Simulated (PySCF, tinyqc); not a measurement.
Ways to converge the cycle: SCF convergence aids in the sto-6g basis, for Be, spin multiplicity 1. Computed by the program tinyqc with PySCF. 

Geometry (angstrom):
```
atom       x       y       z
Be    0.0000  0.0000  0.0000
```

lowest restricted solution found by these runs and by PySCF = -14.503361 hartree

RHF with one setting changed at a time; a run stops when the energy changes by less than 1e-09 hartree and the error matrix is below 1e-5. The start is the Wolfsberg-Helmholz matrix. Damping d keeps d of the old density; a shift (hartree) raises the virtual levels; DIIS n extrapolates F over n matrices.

Largest element of the error matrix X^T (FDS - SDF) X:
```
iteration    plain  damping 0.3  damping 0.6  shift 0.4   DIIS 3   DIIS 8
1          1.0e-01      1.0e-01      1.0e-01    1.0e-01  1.0e-01  1.0e-01
2          9.5e-03      3.7e-02      6.5e-02    1.7e-02  9.5e-03  9.5e-03
3          8.9e-04      1.4e-02      4.1e-02    2.8e-03  8.3e-06  8.3e-06
4          8.4e-05      5.0e-03      2.6e-02    4.7e-04  3.7e-06  3.7e-06
5          7.9e-06      1.8e-03      1.7e-02    7.8e-05        -        -
6                -      6.7e-04      1.1e-02    1.3e-05        -        -
8                -      8.9e-05      4.4e-03          -        -        -
10               -      1.2e-05      1.8e-03          -        -        -
14               -      2.1e-07      2.9e-04          -        -        -
20               -            -      2.0e-05          -        -        -
```

How each run ends:
```
run          iterations  E (hartree)   state
plain                 5    -14.17255  higher
damping 0.3          14    -14.17255  higher
damping 0.6          28    -14.17255  higher
shift 0.4             7    -14.17255  higher
DIIS 3                4    -14.17255  higher
DIIS 8                4    -14.17255  higher
```

No run reaches the lowest restricted solution found. Ending on a higher stationary point: plain, damping 0.3, damping 0.6, shift 0.4, DIIS 3, DIIS 8; a small error matrix cannot reveal that, and an occupation fixed by the start is kept by symmetry or by the shape of the basin. Plain steps already contract here, so damping only slows them. DIIS 3 and DIIS 8 gain by cancelling the error over several earlier matrices, much as a quasi-Newton step does. The restricted reference is unstable here: a spin-polarised solution lies 0.0017 hartree lower (PySCF), so results built on it describe a poor reference.
